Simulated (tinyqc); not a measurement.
# One-sided p+-n junction, ionisation integral and breakdown: two studies

A p+ layer at x < 0 and an n drift layer from x = 0. Depletion approximation, built-in voltage neglected. Local ionisation coefficients alpha_n = an exp(-(bn/E)^mx), alpha_p = ap exp(-(bp/E)^mx). Electrons move towards +x, holes towards x = 0.

Parameters, values chosen for the exercise; material values close to those of silicon: relative permittivity eps_r = 11.9; prefactor of the electron ionisation coefficient an = 7.1e5 1/cm; field constant for electrons bn = 1.2e6 V/cm; prefactor of the hole ionisation coefficient ap = 1.47e6 1/cm; field constant for holes bp = 2.07e6 V/cm; exponent mx = 1; electron mobility of the drift layer mu = 1360 cm^2/(V s); donor density of the drift layer N = 2.8e16 cm^-3.

Constants: q = 1.602176634e-19 C, eps0 = 8.8541878128e-14 F/cm where lengths are in cm. Results are converted to the units shown.

Each table varies one quantity; the others keep the values above.

## Multiplication against voltage

W = sqrt(2 eps0 eps_r V/(q N)), peak field E0 = q N W/(eps0 eps_r), falling linearly to 0 at W. G(x) = integral from 0 to x of (alpha_n - alpha_p); I_n = integral of alpha_n exp(-G) (electrons injected at x = 0), I_p = integral of alpha_p exp(G(end) - G) (holes injected at the far edge); M = 1/(1 - I). Integrals on a fine grid; BV is where I_n = 1. Here BV = 28.2396 V; the Miller exponent is n = ln(1 - 1/M)/ln(V/BV).

Multiplication against voltage:

| V (V) | E0 (kV/cm) | I_n | I_p | M_n | M_p | Miller n, electrons | Miller n, holes |
|---|---|---|---|---|---|---|---|
| 11.3 | 310 | 0.177 | 0.0178 | 1.22 | 1.02 | 1.89 | 4.40 |
| 14.1 | 347 | 0.302 | 0.0476 | 1.43 | 1.05 | 1.72 | 4.38 |
| 16.9 | 379 | 0.443 | 0.104 | 1.79 | 1.12 | 1.59 | 4.40 |
| 19.8 | 411 | 0.593 | 0.206 | 2.45 | 1.26 | 1.47 | 4.44 |
| 22.6 | 439 | 0.735 | 0.367 | 3.77 | 1.58 | 1.38 | 4.50 |
| 24.3 | 455 | 0.818 | 0.506 | 5.50 | 2.02 | 1.33 | 4.53 |
| 26 | 471 | 0.899 | 0.686 | 9.88 | 3.18 | 1.29 | 4.57 |
| 27.1 | 480 | 0.949 | 0.828 | 19.7 | 5.80 | 1.27 | 4.59 |
| 27.8 | 487 | 0.981 | 0.930 | 51.4 | 14.3 | 1.25 | 4.61 |

What does the comparison show?

M_n rises from 1.216 to 51.4 and M_p from 1.018 to 14.3; both diverge at BV. The Miller exponent for electrons falls from 1.89 to 1.25 and that for holes goes from 4.40 through a minimum of 4.38 (at V = 14.1 among the rows listed) to 4.61. The larger multiplication belongs to electrons, whose coefficient at the peak field of the last row is 2.89 times the other.

## Effect of the drift doping

Same model as above.

Specific on-resistance Ron = W/(q mu N) with constant mobility and full ionisation.

Result of one run:

| N (cm^-3) | BV (V) | E0 at BV (kV/cm) | W at BV (um) | Ron (mohm cm^2) | BV^2/Ron (MW/cm^2) | eps0 eps_r mu E0^3/4 (MW/cm^2) |
|---|---|---|---|---|---|---|
| 8.6e15 | 58.3 | 390 | 2.99 | 0.159 | 21.3 | 21.3 |

What becomes of these results when the donor density of the drift layer N is changed from 8.6e15 to 1.2e17 cm^-3, all else the same?

Result of the changed run:

| N (cm^-3) | BV (V) | E0 at BV (kV/cm) | W at BV (um) | Ron (mohm cm^2) | BV^2/Ron (MW/cm^2) | eps0 eps_r mu E0^3/4 (MW/cm^2) |
|---|---|---|---|---|---|---|
| 1.2e17 | 12.9 | 686 | 0.376 | 0.00144 | 116 | 116 |

The whole series:

| N (cm^-3) | BV (V) | E0 at BV (kV/cm) | W at BV (um) | Ron (mohm cm^2) | BV^2/Ron (MW/cm^2) | eps0 eps_r mu E0^3/4 (MW/cm^2) |
|---|---|---|---|---|---|---|
| 2.3e15 | 140 | 313 | 8.96 | 1.79 | 11.0 | 11.0 |
| 4.5e15 | 89.0 | 349 | 5.10 | 0.520 | 15.2 | 15.2 |
| 8.6e15 | 58.3 | 390 | 2.99 | 0.159 | 21.3 | 21.3 |
| 1.7e16 | 38.0 | 443 | 1.72 | 0.0463 | 31.2 | 31.2 |
| 3.2e16 | 26.1 | 504 | 1.04 | 0.0149 | 46.0 | 46.0 |
| 6.1e16 | 18.2 | 582 | 0.627 | 0.00472 | 70.6 | 70.6 |
| 1.2e17 | 12.9 | 686 | 0.376 | 0.00144 | 116 | 116 |
| 2.2e17 | 9.74 | 807 | 0.241 | 5.04e-4 | 189 | 189 |

BV falls from 140 to 9.74 V while the critical field rises from 313 to 807 kV/cm. BV goes as N^(-0.68) between the first two rows and N^(-0.46) between the last two (a coefficient proportional to E^7 gives -0.75 without punch-through). Ron goes as BV^(3.06) over the table; the last two columns agree since BV = E0 W/2 and N = eps0 eps_r E0/(q W). For N = 3.2e16, 6.1e16, 1.2e17, 2.2e17 the layer is under 0.5 um wide or BV under 28 V, so dead space, tunnelling and the built-in voltage, all left out, matter.

Numbers from tinyqc (`OMP_NUM_THREADS=1 python tinyqc.py 2120058 2120059 out.jsonl`; about 0.03 s on one thread of a shared Intel Xeon 2.30GHz).
